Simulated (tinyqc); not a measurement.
Worked calculation: Rayleigh-quotient iteration on a symmetric matrix. Computed by tinyqc, a small Python program that keeps every step. Settings: method = rayleigh, shift = 0.2. Command: `OMP_NUM_THREADS=1 python tinyqc.py 28460 28461 out.jsonl` (the two numbers bound the seeds that draw the settings). One thread of a shared host (Intel(R) Xeon(R) Processor @ 2.60GHz), about 0.01 s of CPU time with the checks.

## Step 1

A, lower triangle:
```
           1          2         3
1   0.418000
2  -0.105000   0.519000
3   0.106000  -0.017000  0.571000
```

vector v at the start: 0.577350  0.577350  0.577350

shift = 0.200000

solve (A - shift) w = v; v' = w/|w| with its largest component positive (the first on a tie); lambda = v'^T A v'; the next shift is lambda.

vector after step 1: 0.772738  0.623358  0.119589

Rayleigh quotient after step 1 = 0.375335

## Step 2

As before.

vector after step 2: 0.834196  0.302212  -0.461286

Rayleigh quotient after step 2 = 0.330000

## Step 3

As before.

vector after step 3: 0.842355  0.427905  -0.327622

Rayleigh quotient after step 3 = 0.323482

## Course of the iteration

Stop when the residual |A v - lambda v| is below 1e-9.

Steps:
```
step      lambda  residual
1     0.37533543  9.70e-02
2     0.33000031  3.66e-02
3     0.32348182  1.21e-03
4     0.32347467  4.24e-08
5     0.32347467  1.39e-17
```

all eigenvalues, for comparison: 0.323475  0.525032  0.659494

Converged in 5 steps.
